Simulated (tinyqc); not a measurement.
Born-von Karman spring model of a cubic crystal with one atom per cell: one step, computed by the program tinyqc. Command: `OMP_NUM_THREADS=1 python tinyqc.py 3006582 3006583 out.jsonl springs walk`. One thread of a shared host (Intel(R) Xeon(R) Processor @ 2.30GHz), about 0.2 s of CPU time with the checks.

First neighbours lie at a/2 (1,1,0) (12 of them), second at a (1,0,0) (6), with all permutations and signs; the volume per atom is Omega = a^3/4. Two shells of springs match a real metal only roughly, above all at the zone boundary.

Task: Dynamical matrix at q. A neighbour at R with unit vector n couples by the matrix K(R) = kL n n^T + kT (1 - n n^T), and D(q) = (1/M) sum_R K(R) [1 - cos(q.R)].

Inputs (values chosen for the exercise, modelled on copper): atomic mass M = 63.55 u; radial spring k1L = 1.77 eV/angstrom^2; transverse spring k1T = -0.078 eV/angstrom^2; radial spring k2L = 0.02 eV/angstrom^2; transverse spring k2T = -0.011 eV/angstrom^2.

Lattice: fcc.

wave vector q (2 pi/a): [0.82, 0.45, 0]

Give: D(q).

Result:

D(q) (eV/(angstrom^2 u)), rows x, y, z:
$$\begin{pmatrix}
0.15404 & 0.03078 & 0.00000 \\
0.03078 & 0.09718 & 0.00000 \\
0.00000 & 0.00000 & 0.13670
\end{pmatrix}$$
